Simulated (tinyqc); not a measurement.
Changing the time step dt: molecular dynamics of a small cluster by velocity Verlet steps. Computed by tinyqc, a small Python program. Command: `OMP_NUM_THREADS=1 python tinyqc.py 3004856 3004857 out.jsonl verlet sweep`. One thread of a shared host (Intel(R) Xeon(R) Processor @ 2.30GHz), about 0.1 s of CPU time with the checks.

E = sum_(i<j) phi(r_ij), phi(r) = eps [exp(-2 alpha (r - r0)) - 2 exp(-alpha (r - r0))]; the force on i is -sum_j phi'(r_ij) (R_i - R_j)/r_ij.

Inputs (values chosen for the exercise, for model atoms):

| quantity | value | unit |
|---|---|---|
| length r0 | 3.09 | angstrom |
| well depth eps | 0.43 | eV |
| stiffness alpha | 1.42 | 1/angstrom |
| atomic mass M | 182 | u |
| steps | 300 | - |

Potential: Morse. Thermostat: none.

starting positions (angstrom):
```
            x     y      z
atom 1  -0.06  0.01  -0.03
atom 2    3.1  0.09   0.07
atom 3   1.57  2.63      0
```

starting velocities (angstrom/fs):
```
               x         y         z
atom 1  -0.00177   0.00112    0.0005
atom 2   0.00127  -0.00099     4e-05
atom 3    0.0005  -0.00013  -0.00054
```

Constants: 1 eV/(angstrom u) = 9.648533212e-03 angstrom/fs^2; k_B = 8.617333262e-05 eV/K.

Method:
- Relax the cluster, diagonalise the Hessian (central differences): omega_max = sqrt(c lambda_max/M). Verlet steps are stable for omega_max dt < 2.
- Velocity Verlet: a = c F/M with c = 9.648533212e-3 angstrom/fs^2 per eV/(angstrom u); R(new) = R + v dt + a dt^2/2; v(new) = v + (a + a(new)) dt/2. Kinetic energy K = M v^2/(2c); temperature T = 2K/((3N - 3) k_B), rotation of the cluster included.
- Spread = largest minus smallest value. The test of the step is the spread (largest minus smallest) of the total energy over the run without thermostat, against the spread of K; the step passes below 5 %. The mean T is over the second half.

One run for each value:

| time step dt (fs) | spread of the total energy (eV) | spread of the total over spread of K | omega_max dt |
|---|---|---|---|
| 2.4 | 0.0000128 | 0.000238 | 0.03986 |
| 3.6 | 0.0000354 | 0.000655 | 0.05979 |
| 5.4 | 0.0001053 | 0.001951 | 0.08968 |
| 8.2 | 0.0002416 | 0.004093 | 0.13618 |
| 12.0 | 0.0005531 | 0.009360 | 0.19928 |
| 19.0 | 0.0014178 | 0.024045 | 0.31553 |

What does the table show, and why?

Over the rows, spread of the total energy (eV) rises from 1.28e-5 to 0.00142 (exponent d ln y / d ln x 2.5 between the first rows and 2.0 between the last); spread of the total over spread of K rises from 2.38e-4 to 0.0240 (exponent d ln y / d ln x 2.5 between the first rows and 2.1 between the last). At the high end the exponent of spread of the total energy is 2.05, close to 2: Verlet steps are of second order. The number of steps is fixed, so a longer step also covers a longer run; for runs of many periods the error scales as dt^2. Left out: 28.0 (the iteration did not converge within its cap).

Extremes, crossings and ranges named in words are read from the listed rows.
